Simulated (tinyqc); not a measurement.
Inside a calculation. Model: resistance of a source-drain extension with a graded tip.

Numbers from tinyqc (`OMP_NUM_THREADS=1 python tinyqc.py 2282230 2282231 out.jsonl`; about 0.04 s on one thread of a shared Intel Xeon 2.30GHz). Printed values are rounded.

y runs along the channel, the gate covers y > 0. The doping is N0 for y < y0 and N0 10^(-(y - y0)/la) beyond, uniform over the depth xj. Sheet conductance s(y) = q mu(N) max(N - Nch, 0) xj + (for y > 0) ma Cox Vo, with mu(N) = u0 + (u1 - u0)/(1 + (N/Nr)^au) and Cox = eps0 eox/tox. Current is taken as one-dimensional; depletion of the tip, spreading and the contact are left out. The metallurgical junction lies at yj, where N = Nch.

Inputs (values chosen for the exercise); mobility law close to that of electrons in silicon:

| symbol | value | unit | meaning |
|---|---|---|---|
| eox | 9.17 |  | relative permittivity of the gate insulator (close to aluminium oxide) |
| tox | 8.2 | nm | insulator thickness |
| N0 | 1.7e20 | cm^-3 | active doping of the extension far from the gate |
| la | 4.5 | nm/decade | lateral abruptness |
| y0 | 2.1 | nm | position under the gate where the fall begins (gate edge at 0) |
| xj | 17 | nm | depth of the extension |
| Nch | 8e17 | cm^-3 | channel doping |
| Vo | 0.66 | V | gate overdrive |
| ma | 130 | cm^2/(V s) | mobility of the gate-induced layer |
| u1 | 1414 | cm^2/(V s) | mobility at low doping |
| u0 | 68.5 | cm^2/(V s) | mobility at high doping |
| Nr | 9.2e16 | cm^-3 | reference doping |
| au | 0.711 |  | exponent |
| Lg | 40 | nm | gate length |

Constants: q = 1.602176634e-19 C, eps0 = 8.8541878128e-14 F/cm where lengths are in cm. Results are converted to the units shown.

## Sheet resistances and junction position

yj = y0 + la log10(N0/Nch); sheet resistance of the full extension 1/[q mu(N0)(N0 - Nch) xj] and of the gate-induced layer 1/(ma Cox Vo); metallurgical length Lg - 2 yj; ye is where the doped and the gate-induced conductances are equal.

yj = 12.5731 nm
sheet resistance of the extension = 289.818 ohm/square
sheet resistance of the induced layer = 11770.9 ohm/square
metallurgical length = 14.8538 nm
ye = 10.3701 nm
N at ye = 2.46975e18 cm^-3

The gate takes over 2.20 nm before the junction, where N is still 3.09 times the channel doping.

## Resistance of the overlapped part

Midpoint rule on 8 equal steps from 0 to yj: R_ov = sum h/s(y), per width.

| point | y (nm) | N (cm^-3) | doped conductance (uS) | sheet resistance (ohm/square) |
|---|---|---|---|---|
| 0 | 0.785820 | 1.7e20 | 3450.44 | 282.854 |
| 1 | 2.35746 | 1.49017e20 | 3047.67 | 319.221 |
| 2 | 3.92910 | 6.66780e19 | 1450.51 | 651.267 |
| 3 | 5.50074 | 2.98352e19 | 713.363 | 1252.63 |
| 4 | 7.07238 | 1.33498e19 | 363.951 | 2227.64 |
| 5 | 8.64402 | 5.97342e18 | 189.289 | 3646.38 |
| 6 | 10.2157 | 2.67282e18 | 92.2662 | 5642.65 |
| 7 | 11.7873 | 1.19596e18 | 27.5571 | 8887.89 |

R_ov = 36.007 ohm um

The exact integral is 36.473 ohm um; the coarse sum is 1.3 % below it.
